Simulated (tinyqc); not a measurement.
Worked calculation: averaged masses of warped heavy- and light-hole bands. Values are carried at full precision from step to step, so a last printed digit may differ when a step is redone from the rounded ones.

Constants: Ry = 13.60569312 eV; a0 (Bohr radius) = 0.5291772105 angstrom; kB = 8.617333262e-05 eV/K; hbar^2/2m0 = 3.80998211 eV angstrom^2.

Parameters, chosen for this exercise (near those of Si; shifted at random, so the results belong to these values and not to a real crystal):
- g1 = 4.25 (Luttinger gamma1)
- g2 = 0.34 (gamma2)
- g3 = 1.44 (gamma3)
- eps = 11.34 (dielectric constant)
- mso = 0.236 m0 (split-off mass)
- Dso = 0.042 eV (spin-orbit splitting)
- T = 400 K (temperature)

## Other forms of the parameters

Dresselhaus-Kip-Kittel form E = c [A k^2 -/+ sqrt(B^2 k^4 + C^2 (kx^2 ky^2 + ky^2 kz^2 + kz^2 kx^2))] with A = g1, B = 2 g2, C^2 = 12 (g3^2 - g2^2). Spherical form: mu = (6 g3 + 4 g2)/(5 g1), delta = (g3 - g2)/g1, masses 1/(g1 (1 -/+ mu)). Effective rydberg R* = Ry/(g1 eps^2) and radius a* = a0 g1 eps.

A, B, |C|: 4.250  0.680  4.847

mu, delta: 0.4706  0.2588

spherical masses, heavy and light (m0): 0.4444  0.1600

R* = 24.89 meV
a* = 25.5 angstrom

delta/mu = 0.55 measures the warping against the spherical splitting.

## Masses along six directions

Four-band hole energies E = c k^2 f(u), c = hbar^2/2m0, f = g1 -/+ 2 sqrt(g2^2 + 3 (g3^2 - g2^2) s), s = ux^2 uy^2 + uy^2 uz^2 + uz^2 ux^2 for the unit vector u; minus for heavy, plus for light holes; the mass along u is 1/f.

Give s and both masses.

Masses (m0):
```
direction        s   heavy   light
[100]      0.00000  0.2801  0.2028
[110]      0.25000  0.5771  0.1478
[111]      0.33333  0.7299  0.1403
[310]      0.09000  0.3781  0.1708
[211]      0.25000  0.5771  0.1478
[411]      0.10185  0.3906  0.1684
```

The heavy mass grows by a factor of 2.61 from [100] to [111] while the light one shrinks by 31 %; 1/m_heavy + 1/m_light = 2 g1 in every direction.

## Density-of-states masses from three directions

m_d^(3/2) is the angular mean of m(u)^(3/2). The rule mean = (10 F[100] + 16 F[110] + 9 F[111])/35 is exact for cubic harmonics up to sixth order. Total m_d = (m_h^(3/2) + m_l^(3/2))^(2/3).

m^(3/2):
```
direction    heavy    light
[100]      0.14825  0.09135
[110]      0.43841  0.05680
[111]      0.62362  0.05252
```

m_d heavy, light (m0): 0.5457  0.1626

total = 0.6034 m0
share of light holes = 14.0 %

## Averages on a grid

Grid: n x n midpoints in cos(theta) from 0 to 1 and phi from 0 to pi/2, equal weights. m_d = <f^(-3/2)>^(2/3). Conductivity mass for one scattering time: 1/m_c = <|w|^2 f^(-5/2)>/<f^(-3/2)> with w = grad_k(k^2 f)/(2 k), that is |w|^2 = f^2 + |angular gradient of f|^2/4.

Use n = 40.

m_d heavy, light (m0): 0.5254  0.1561

m_c heavy, light (m0): 0.4180  0.1503

The three-direction rule differs from the grid by +3.86 % for heavy holes. Warping makes m_c of the heavy holes 20 % smaller than m_d; on a sphere the two are equal.

## Effective density of states

Nv = 2 (kT/(4 pi c))^(3/2) [m_h^(3/2) + m_l^(3/2) + mso^(3/2) exp(-Dso/kT)], c = hbar^2/2m0, parabolic bands, m_h and m_l the density-of-states masses from the grid; 1 angstrom^-3 = 1e24 cm^-3.

prefactor = 3.8635e+19 cm^-3

the three terms: 0.38086  0.06170  0.03390

Nv = 1.841e+19 cm^-3

shares (%): 79.9  13.0  7.1

kT/Dso = 0.82: thermal holes reach energies comparable with Dso, where the four-band form fails and the true Nv is larger.

## Checks

- m_d and m_c of heavy holes for g2 = g3 against 1/(g1 - 2 g3): they agree to 1e-10 or better.
- m_d of heavy holes on grids of 40 and 160: both 0.5254.

Run: tinyqc, `OMP_NUM_THREADS=1 python tinyqc.py 1080386 1080387 out.jsonl`; Intel(R) Xeon(R) Processor @ 2.30GHz, one thread, shared host; about 0.03 s of CPU time with all checks.
